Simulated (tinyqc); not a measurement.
What moves the results: ellipsoidal valleys in the axes of a wafer and a channel. A value that a table varies takes the place of the one given here.

Valleys with axes a along x, y and z, two valleys each; inverse mass tensor w = 1/mt + (1/ml - 1/mt) a a. Device axes: z = nz/|nz|, x = nx/|nx|, y = z cross x; in them a = (ax, ay, az). Confinement mass mz = 1/w_zz. In the plane w_ij is replaced by u_ij = w_ij - w_iz w_jz/w_zz (i, j = x, y); density-of-states mass md = 1/sqrt(det u); conductivity mass along x mc = 1/u_xx; ballistic transport mass mx = u_yy/det u, width mass my = 1/u_yy.

Hard walls: E_n = c (n pi/t)^2/mz, c = hbar^2/2m0, n = 1, 2, 3. Non-degenerate share of a valley proportional to md sum_n exp(-E_n/kT); mean 1/mc = sum of share/mc. 1 nm = 10 angstrom.

Constants: hbar^2/2m0 = 3.80998211 eV angstrom^2; kB = 8.617333262e-05 eV/K.

Parameters, chosen for this exercise (near those of the Delta valleys of Si; the results hold for these values, not for the real material): ml = 0.889 m0 (longitudinal mass); mt = 0.197 m0 (transverse mass); t = 2.8 nm (thickness of the film); T = 300 K (temperature); nz = (1, 1, 1) (surface normal (confinement)); nx = (1, 1, -2) (channel direction).

## Wafer and channel orientation

For each face/channel: the lowest ladder (mz, number of valleys, md, E1, share) and the mean conductivity mass over all valleys.

Results:
```
face/channel     mz  valleys     md  E1 (meV)  share  mean mc
(110)/[001]   0.323        4  0.327     148.7  0.984   0.1995
(113)/[1-10]  0.543        2  0.252      88.4  0.985   0.1983
(001)/[100]   0.889        2  0.197      54.0  0.997   0.1972
(110)/[1-11]  0.323        4  0.327     148.7  0.984   0.3409
(110)/[1-10]  0.323        4  0.327     148.7  0.984   0.5281
(111)/[1-10]  0.266        6  0.360     180.3  1.000   0.3033
(210)/[001]   0.522        2  0.257      91.9  0.978   0.1977
```

The mean conductivity mass is lowest, 0.1972, for (001)/[100] and highest, 0.5281, for (110)/[1-10]; the bulk value is 0.2660. The confinement energy is lowest on the face with the heaviest mz ((001), 54 meV). The density of states of the lowest ladder, valleys times md, runs between 0.394 and 2.161; a small value limits the charge through the quantum capacitance. Rows with E1 above about 150 meV are beyond the parabolic range, and other valley families may lie lower.

## What each parameter does

Lowest E1, its share and the mean conductivity mass. Each row changes one parameter from the base and keeps the others.

Results:
```
case           lowest E1 (meV)   share  mean mc (m0)
base                    180.30  1.0000        0.3033
ml = 0.978 m0           178.66  1.0000        0.3091
mt = 0.177 m0           198.64  1.0000        0.2784
t = 3.08 nm             149.00  1.0000        0.3033
T = 330 K               180.30  1.0000        0.3033
```

The largest shifts from the base row, up to three for each result and ties (the steps differ in size, so this ranks the rows, not the parameters). lowest E1 (meV): t -31.29, mt +18.34, ml -1.64; unchanged at the printed digits by T. share: unchanged at the printed digits by ml, mt, t and T. mean mc (m0): mt -0.0249, ml +0.0059; unchanged at the printed digits by t and T.

Program tinyqc; command `OMP_NUM_THREADS=1 python tinyqc.py 1881277 1881278 out.jsonl`; about 0.01 s on one thread of a shared Intel(R) Xeon(R) Processor @ 2.30GHz.
